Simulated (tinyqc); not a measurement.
Thickness: WKB tunnelling through a gate dielectric with a two-band (Franz) dispersion.

At depth x the conduction edge lies u(x) = phi - V x/t above the electron. Parabolic: kappa = sqrt(m u/c). Franz: kappa = sqrt(m u (1 - u/Eg)/c), which vanishes at both band edges. c = hbar^2/2m0. T = exp(-2 integral of kappa dx) over the region u > 0; no image force, no prefactor, zero transverse momentum. The region ends at x_e = min(t, phi t/V); x_e < t is the Fowler-Nordheim regime.

Constants: hbar^2/2m0 = 3.80998211 eV angstrom^2.

Parameters, chosen for this exercise (of the size used for SiO2 on silicon; shifted at random, so the results belong to these values and not to a real crystal):
```
symbol  value  unit  meaning
Eg      8.64   eV    gap of the dielectric
phi     3.16   eV    barrier above the electron energy at the emitter
m       0.5    m0    mass at the conduction edge
V       2.3    V     voltage across the layer
```

The same voltage across layers of other thickness. The last column is the thickness that changes T by a factor of ten, ln(10)/(2 I/t).

Transmission:
```
t (angstrom)  field (MV/cm)  T parabolic   T Franz  angstrom per decade, Franz
8                     28.75     0.000304  0.000891                       2.623
10                    23.00     4.02e-05  0.000154                       2.623
12                    19.17     5.31e-06  2.66e-05                       2.623
15                    15.33     2.55e-07  1.91e-06                       2.623
20                    11.50     1.62e-09  2.37e-08                       2.623
25                     9.20     1.02e-11  2.94e-10                       2.623
30                     7.67     6.49e-14  3.65e-12                       2.623
40                     5.75     2.61e-18  5.61e-16                       2.623
```

At fixed voltage the exponent is proportional to t: T falls tenfold for each 2.62 angstrom. The ratio of Franz to parabolic grows with t, from 2.93 at 8 to 215 at 40 angstrom. Fields above about 12 MV/cm (4 of the rows) are past breakdown; those rows are an exercise.

tinyqc: `OMP_NUM_THREADS=1 python tinyqc.py 1480648 1480649 out.jsonl`; about 0.01 s, one thread, shared Intel(R) Xeon(R) Processor @ 2.30GHz.
